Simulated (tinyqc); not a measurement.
# Raman line shape of confined optical phonons and breathing modes of small crystals, step by step

A worked calculation. Computed by tinyqc, a small Python program that keeps every step. Command: `OMP_NUM_THREADS=1 python tinyqc.py 3004620 3004621 out.jsonl confine walk`. One thread of a shared host (Intel(R) Xeon(R) Processor @ 2.30GHz), about 0.03 s of CPU time with the checks. Intermediate numbers are printed to about 5 digits and carried at full precision; extremes and crossings named in words are read from the listed rows.

Confinement in 2 direction(s) lets phonons with q away from zero scatter light. q is in units of 2 pi/a, from 0 to 1, and the branch is isotropic: omega(q)^2 = (omega_0^2 + omega_X^2)/2 + ((omega_0^2 - omega_X^2)/2) cos(pi q). The model and its constant beta are phenomenological; beta = 8 is the common choice.

Inputs (values chosen for the exercise, modelled on germanium): bulk frequency omega_0 = 300.7 1/cm; frequency at the zone boundary omega_X = 237 1/cm; natural width Gamma_0 = 3.2 1/cm; lattice constant a = 5.658 angstrom; size L = 4.3 nm; confinement constant beta = 8; probe offset omega - omega_0 = -12 1/cm.

Shape: wire.

## Range of wave vectors

Weight W(q) = q^1 exp(-(2 L q/a)^2/(2 beta)) dq, that is exp(-k^2 L^2/(2 beta pi^2)) for k = 2 pi q/a. Width q_c = a sqrt(2 beta)/(2 L), where the exponential falls to 1/e; curvature of the branch: omega(q) = omega_0 - c q^2, c = pi^2 (omega_0^2 - omega_X^2)/(8 omega_0); for small q_c the mean of q^2 is (number of confined directions) q_c^2/2, and the mean shift is -c times that.

q_c = 0.26316 2 pi/a

curvature c = 140.53 1/cm

mean shift, quadratic estimate = -9.7321 1/cm

omega(q_c) - omega_0 = -9.3351 1/cm

## Intensity at one frequency

I(omega) = int W(q) / [(omega - omega(q))^2 + (Gamma_0/2)^2] dq / int W dq x (Gamma_0/2)^2, by 400 Gauss-Legendre points on 0 < q < min(1, 2.5 a sqrt(2 beta)/L). Bulk Lorentzian 1/(1 + (2 offset/Gamma)^2); mean shift = weighted mean of omega(q) less the bulk frequency.

I at the probe offset = 0.15240

bulk Lorentzian there = 0.017467

mean shift, from the weights = -8.9400 1/cm

## Peak, width and asymmetry

The peak is the maximum of I; the width is taken between the half-maximum points, and the asymmetry is the low-side half-width over the high-side one.

peak shift = -2.5635 1/cm

full width = 12.844 1/cm

asymmetry = 3.0711

peak height (bulk = 1) = 0.29781

The peak moves 29 % as far as the mean: the tail on the low side carries the rest. A shift without broadening or asymmetry would point to stress, not size.

## Line shape against size

The formulas are those given above.

Line shape:
```
L (nm)  peak shift (1/cm)  full width (1/cm)  asymmetry  mean shift, quadratic estimate (1/cm)
3                 -3.7837             23.002     4.4329                                -19.994
3.6               -3.0952              16.88     3.6689                                -13.885
4.4               -2.5024              12.42     3.0024                                -9.2947
5.5               -1.9803             9.1606     2.4232                                -5.9486
7                 -1.5301             6.8848     1.9487                                -3.6724
10                -1.0172              4.925      1.471                                -1.7995
15               -0.59699             3.8373      1.169                               -0.79976
25               -0.26422             3.3313      1.026                               -0.28791
```

The peak shift falls with exponent -1.10 at the small end and -1.60 at the large end. For still larger L it tends to the mean shift, which goes as 1/L^2; the ratio is 0.19 in the first row and 0.92 in the last. The width exceeds Gamma_0 by over 10 % for L up to 15 nm. In a wire the factor q lowers the weight at q = 0.

Checks made by the program: mean shift of a large crystal against the quadratic estimate (relative difference 4e-05).
